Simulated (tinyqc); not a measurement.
Changing the donor density N_D: heavy doping: band filling, gap narrowing, band tails and the effective intrinsic density. Computed by tinyqc, a small Python program. Command: `OMP_NUM_THREADS=1 python tinyqc.py 3022741 3022742 out.jsonl gapnarrow sweep`. One thread of a shared host (Intel(R) Xeon(R) Processor @ 2.30GHz), about 0.05 s of CPU time with the checks.

An n-type crystal above its Mott density, with all dopants ionised: n = N_D - N_A, ionised centres N_I = N_D + N_A. Valleys are taken as spherical with mass m_e.

Inputs (values chosen for the exercise, for a model semiconductor):

| quantity | value | unit |
|---|---|---|
| gap E_g | 0.761 | eV |
| electron mass m_e | 0.157 | m_0 |
| valleys M_c | 4 | - |
| hole mass m_h | 0.273 | m_0 |
| dielectric constant eps | 20.2 | - |
| compensation ratio N_A/N_D | 0.1 | - |
| temperature T | 300 | K |

Conduction band: parabolic.

Constants: a_0 = 0.529177210903 angstrom; Ry = 13.605693123 eV; k_B = 8.617333262e-05 eV/K; hbar^2/(2 m_0) = 3.80998212 eV angstrom^2; e = 1.602176634e-19 C; eps_0 = 8.8541878128e-12 F/m; e^2/(4 pi eps_0) = 14.39964548 eV angstrom.

Method:
- n = N_D (1 - ratio); Ry* = Ry m_e/eps^2, a* = a_0 eps/m_e; r_s = (3/(4 pi n))^(1/3)/a*; k_F = (3 pi^2 n/M_c)^(1/3); Mott density (0.26/a*)^3.
- n = M_c (1/(2 pi^2)) (m_e/(hbar^2/2m_0))^(3/2) int sqrt(E) f dE, f = 1/(1 + exp((E - E_F)/k_B T)); trapezoid rule in t = sqrt(E/k_B T), step 0.02 up to 12; E_F by bisection from the band edge.
- At T = 0, E_F = (hbar^2/2m_0) k_F^2/m_e; dn/dE_F uses f (1 - f)/k_B T in place of f.
- Screening: q^2 = (e/(eps eps_0)) dn/dE_F. Exchange lowers the conduction band by (1/pi) k_F e^2/(4 pi eps_0 eps) (T = 0 Hartree-Fock at k_F, taken as a rigid shift). Screening raises the valence band by (q/2) e^2/(4 pi eps_0 eps) (static Coulomb hole). The narrowing is the sum; electron correlation and carrier-ion shifts are left out. Root-mean-square potential of randomly placed ions: V_rms = (e^2/(4 pi eps_0 eps)) sqrt(2 pi N_I/q).
- n p/n_i^2 = exp(narrowing/k_B T) x (n/N) exp(-E_F/k_B T), N being the limit of n exp(-E_F/k_B T) far below the edge (taken at E_F = -12 k_B T); apparent narrowing = k_B T ln(n p/n_i^2).

One run for each value:

| donor density N_D (cm^-3) | E_F above the band edge (meV) | gap narrowing (meV) | screening length 1/q (angstrom) | apparent narrowing (meV) | V_rms (meV) |
|---|---|---|---|---|---|
| 2.50e+19 | 64.6 | 33.880 | 16.658 | 2.4459e+00 | 38.24 |
| 4.20e+19 | 97.9 | 38.978 | 14.767 | -1.2380e+01 | 46.67 |
| 7.00e+19 | 141.9 | 44.336 | 13.330 | -3.7852e+01 | 57.25 |
| 1.20e+20 | 206.3 | 50.556 | 12.084 | -8.2086e+01 | 71.36 |
| 1.90e+20 | 282.0 | 56.494 | 11.156 | -1.3994e+02 | 86.28 |
| 3.20e+20 | 400.6 | 64.115 | 10.209 | -2.3743e+02 | 107.12 |
| 5.40e+20 | 568.8 | 72.895 | 9.349 | -3.8332e+02 | 133.15 |
| 9.00e+20 | 800.2 | 82.754 | 8.582 | -5.9170e+02 | 164.70 |
| 1.50e+21 | 1125.4 | 94.107 | 7.880 | -8.9228e+02 | 203.75 |

Over the rows, E_F above the band edge (meV) rises from 64.6 to 1130 (exponent d ln y / d ln x 0.80 between the first rows and 0.67 between the last); gap narrowing (meV) rises from 33.9 to 94.1 (exponent d ln y / d ln x 0.27 between the first rows and 0.25 between the last); screening length 1/q (angstrom) falls from 16.7 to 7.88 (exponent d ln y / d ln x -0.23 between the first rows and -0.17 between the last). At the high end the exponent of E_F above the band edge is 0.67, close to 0.67: the exponent of a degenerate parabolic band. At the high end the exponent of screening length 1/q is -0.17, close to -0.17: the exponent of Thomas-Fermi screening in a parabolic band. The apparent narrowing turns negative where band filling lowers n p by more than the narrowing raises it.

Caution (all rows): the screening length is well below a*, where static Thomas-Fermi screening overstates the Coulomb hole. Caution (rows 4.20e19, 7.00e19, 1.20e20, 1.90e20, 3.20e20, 5.40e20, 9.00e20, 1.50e21): E_F exceeds a tenth of the gap, so the parabolic band overstates it, by tens of per cent once E_F nears E_g; higher valleys may fill as well.
